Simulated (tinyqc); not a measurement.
Four-point probe, van der Pauw, Hall and spreading-resistance readings of a semiconductor layer: one step, computed by the program tinyqc.

The layer is uniform and ohmic; contacts are points unless a radius is given.

Problem. Resistivity and sheet resistance. rho = 1/(e n mu); R_s = rho/t.

Inputs (values chosen for the exercise, modelled on n-type silicon): carrier density n = 5.6e+14 1/cm^3; drift mobility mu = 1330 cm^2/(V s); layer thickness t = 1100 micrometre.

Backing of the layer: insulating.

Constants: e = 1.602176634e-19 C.

Give: resistivity rho; sheet resistance R_s.

Solution.

resistivity rho = 8.3801 ohm cm

sheet resistance R_s = 76.183 ohm/square
